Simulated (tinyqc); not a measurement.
Single-domain magnet: Stoner-Wohlfarth switching, Neel-Arrhenius retention, LLG dynamics and spin torque: one step, computed by the program tinyqc.

The moment is uniform, with unit vector m; z is the easy axis. mu_0 = 1.25663706212e-6 T m/A, gamma = 1.76085963023e11 rad/(s T).

Task: Effective anisotropy. The disc is treated as an oblate spheroid with p = t/d: N_z = [1 - p arccos(p)/sqrt(1 - p^2)]/(1 - p^2); V = pi d^2 t/4; K_eff = K_u + K_i/t + K_shape, K_shape = -(mu_0 M_s^2/4)(3 N_z - 1); mu_0 H_K = 2 K_eff/M_s.

Inputs (values chosen for the exercise, for a model magnet):
```
quantity                      value    unit
saturation magnetisation M_s   1500    kA/m
diameter d                       39      nm
thickness t                     1.8      nm
interface anisotropy K_i          4  mJ/m^2
bulk anisotropy K_u             8.5  kJ/m^3
```

Shape: thin disc, easy axis normal to it.

Give: demagnetising factor N_z; volume V; K_shape; K_eff; anisotropy field mu_0 H_K.

Result:

demagnetising factor N_z = 0.9315

volume V = 2150 nm^3

K_shape = -1269 kJ/m^3

K_eff = 962.2 kJ/m^3

anisotropy field mu_0 H_K = 1.283 T

Shape works against the easy axis and takes 57 % of the other terms. Caution: a flat cylinder has a smaller N_z than the spheroid of the same t/d, so K_eff of a real disc is larger.
